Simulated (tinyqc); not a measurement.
Deformation-potential model of the Delta valleys of a conduction band: one step. Strain from a uniaxial [111] stress.

s11 = (C11 + C12)/((C11 - C12)(C11 + 2 C12)), s12 = -C12/((C11 - C12)(C11 + 2 C12)), s44 = 1/C44; exx = s11 sxx + s12 (syy + szz) and cyclic, exy = s44 sxy/2; tension is positive. A uniaxial stress X along the unit vector n is s_ij = X n_i n_j.

Inputs chosen for the exercise (near those of Si; not measured data): C11 = 165.8 GPa; C12 = 63.3 GPa; C44 = 79.6 GPa; load = uniaxial [111] (kind of stress); X = -0.94 GPa (stress).

Question. Form the compliances and the strain.

Give: s11, s12, s44; strain tensor.

Answer.

s11, s12, s44 (1/TPa): 7.6441  -2.1120  12.5628

strain tensor:
```
           x          y          z
x  -0.001072  -0.001968  -0.001968
y  -0.001968  -0.001072  -0.001968
z  -0.001968  -0.001968  -0.001072
```

Computed by tinyqc, a small Python program: `OMP_NUM_THREADS=1 python tinyqc.py 1051120 1051121 out.jsonl` (the numbers bound the seed that draws the inputs); one thread of a shared host (Intel(R) Xeon(R) Processor @ 2.30GHz), about 0.02 s for the whole set of steps.
